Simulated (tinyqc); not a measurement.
# Polarisation charge from two barrier thicknesses

Question. VT = phiB - dEc - q sigma d/(eps0 eps_r). Find sigma, phiB - dEc and the thickness at which VT = 0.

Inputs (values chosen for the exercise):
```
symbol  value  unit                                       meaning
eps_r     9.4        relative permittivity of barrier and channel
```

Constants: q = 1.602176634e-19 C, eps0 = 8.8541878128e-14 F/cm where lengths are in cm. Results are converted to the units shown.

VT for d = 18 and 24 nm (V): [-5.5232764, -7.6302885]

Solution. VT is linear in d.

sigma = 1.824e13 cm^-2
phiB - dEc = 0.7978 V
thickness for VT = 0 = 2.272 nm

tinyqc, about 0.01 s, one thread, Intel Xeon 2.30GHz (shared host): `OMP_NUM_THREADS=1 python tinyqc.py 2570043 2570044 out.jsonl`
